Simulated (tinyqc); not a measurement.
Poole-Frenkel parameters from three currents.

Problem. Poole-Frenkel conduction in an insulator follows J = s0 F exp[-(pt - sqrt(q F/(pi eps0 ei)))/Vt], Vt = kB T/q, F in V/cm. Find ei, pt and s0.

Constants: q = 1.602176634e-19 C, kB = 1.380649e-23 J/K, eps0 = 8.8541878128e-14 F/cm where lengths are in cm. Results are converted to the units shown.

J at (0.5 MV/cm, 325 K), (2.02 MV/cm, 325 K) and (2.02 MV/cm, 375 K) (A/cm^2): 1.2638811e-4  21.271956  54.371433

Answer. The two fields give the lowering coefficient and so ei; the two temperatures give the lowered barrier, to which the lowering is added back.

ei = 3.31
pt = 0.790 eV
s0 = 0.0120 S/cm

Numbers from tinyqc (`OMP_NUM_THREADS=1 python tinyqc.py 2370117 2370118 out.jsonl`; about 0.01 s on one thread of a shared Intel Xeon 2.30GHz).
